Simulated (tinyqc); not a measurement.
Regular and subregular solution with a miscibility gap. Inputs raised by 5 %, one at a time. Computed by tinyqc, a small Python program. Command: `OMP_NUM_THREADS=1 python tinyqc.py 3025007 3025008 out.jsonl regsol sens`. One thread of a shared host (Intel(R) Xeon(R) Processor @ 2.30GHz), about 0.01 s of CPU time with the checks.

Per mole of mixing sites: G(x) = x (1 - x) [L0 + L1 (1 - 2x)] + R T [x ln x + (1 - x) ln(1 - x)], x the fraction of B.

Inputs (values chosen for the exercise, for a model alloy):
```
quantity                     value    unit
interaction L0                  15  kJ/mol
size misfit eta = d ln a/dx  0.025       -
asymmetry L1                  -1.8  kJ/mol
temperature T                  805       K
start value s0                0.01       -
```

Source of L0: given.

Constants: R = 8.314462618 J/(mol K).

Method:
- L0 and eta are given.
- The spinodal is G'' = 0, R T_s(x) = x (1 - x) [2 L0 + 6 L1 (1 - 2x)]; the critical point is its maximum.
- G' = L0 (1 - 2x) + L1 (1 - 6x + 6x^2) + R T ln[x/(1 - x)]; G'' = -2 L0 - 6 L1 (1 - 2x) + R T/[x (1 - x)].
- Solve G'' = 0 on each side of x_c.
- Common tangent: F1 = G'(x1) - G'(x2) = 0 and F2 = [G - x G'](x1) - [G - x G'](x2) = 0. Newton step: J = [[G''(x1), -G''(x2)], [-x1 G''(x1), x2 G''(x2)]], J dx = -F; a step that would leave 0 < x < 1 is halved until it stays inside. The start is x1 = s0, x2 = 1 - s0.
- Stop when the step is below 1e-12, or when x1 and x2 meet within 1e-5; residuals under 1e-7 are shown as 0.

Runs:
```
input moved              from      to  critical temperature T_c (K)  solubility limit x1  spinodal x_s1  critical composition x_c
base run                    -       -                         929.6               0.2745         0.4011                    0.5826
interaction L0 (kJ/mol)    15   15.75                         973.5               0.2298         0.3704                    0.5793
asymmetry L1 (kJ/mol)    -1.8   -1.89                         932.3               0.2758         0.4034                    0.5861
temperature T (K)         805  845.25                         929.6               0.3291         0.4350                    0.5826
```

Exponents ln(y'/y) / ln(x'/x):
```
input           critical temperature T_c  solubility limit x1  spinodal x_s1  critical composition x_c
interaction L0                     0.946               -3.642         -1.631                    -0.119
asymmetry L1                       0.059                0.093          0.120                     0.122
temperature T                      0.000                3.714          1.662                     0.000
```

To which inputs is each result most sensitive?

Among the inputs moved here: critical temperature T_c answers most in size to interaction L0 (exponent +0.946), next to asymmetry L1 (+0.059); its exponent is below 0.0005 for temperature T. solubility limit x1 answers most in size to temperature T (exponent +3.714), and about equally to interaction L0 (-3.642). Spinodal x_s1 answers most in size to temperature T (exponent +1.662), and about equally to interaction L0 (-1.631). Critical composition x_c answers most in size to asymmetry L1 (exponent +0.122), next to interaction L0 (-0.119); its exponent is below 0.0005 for temperature T.
